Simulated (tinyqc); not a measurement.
Inversion-layer mobility, back-scattering and ballistic limit of a field-effect transistor: one step, computed by the program tinyqc. Command: `OMP_NUM_THREADS=1 python tinyqc.py 3003788 3003789 out.jsonl mos walk`. One thread of a shared host (Intel(R) Xeon(R) Processor @ 2.30GHz), about 0.01 s of CPU time with the checks.

The charge at the top of the source barrier is fixed by the gate; series resistance and short-channel effects are left out. F_j are Fermi integrals normalised to exp(eta) in the classical limit.

Task: Ballistic limit. F_j(eta) = (1/Gamma(j + 1)) int_0^infinity x^j/(1 + exp(x - eta)) dx, F_0 = ln(1 + exp(eta)). Integrals over x = E/(k_B T) use 160 Gauss-Legendre points in u = sqrt(x) from 0 to sqrt(max(eta, 0) + 32). Ballistic channel: N_2D = g_v m k_B T/(pi hbar^2), U = e V_D/(k_B T); eta_F solves N_inv = (N_2D/2)[F_0(eta_F) + F_0(eta_F - U)]; v_T = sqrt(2 k_B T/(pi m)); I/W = e (N_2D/2) v_T [F_1/2(eta_F) - F_1/2(eta_F - U)]; injection velocity v_T F_1/2(eta_F)/F_0(eta_F).

Inputs (values chosen for the exercise, modelled on a 4H-SiC n-channel):

| quantity | value | unit |
|---|---|---|
| transport mass m | 0.3 | m_0 |
| valley degeneracy g_v | 3 | - |
| drain voltage V_D | 0.99 | V |
| temperature T | 300 | K |

Statistics at the top of the barrier: Fermi-Dirac.

inversion density N_inv = 9.647427e+12 1/cm^2

Constants: m_0 = 9.1093837015e-31 kg; k_B = 1.380649e-23 J/K; hbar = 1.054571817e-34 J s; k_B = 8.617333262e-05 eV/K; e = 1.602176634e-19 C.

Give: N_2D; eta_F; thermal velocity v_T; injection velocity; ballistic current I/W.

Result:

N_2D = 9.719e+12 1/cm^2

eta_F = 1.837

thermal velocity v_T = 0.9823 1e7 cm/s

injection velocity = 1.282 1e7 cm/s

ballistic current I/W = 1982 microampere/micrometre

Degeneracy raises the injection velocity by a factor 1.31.
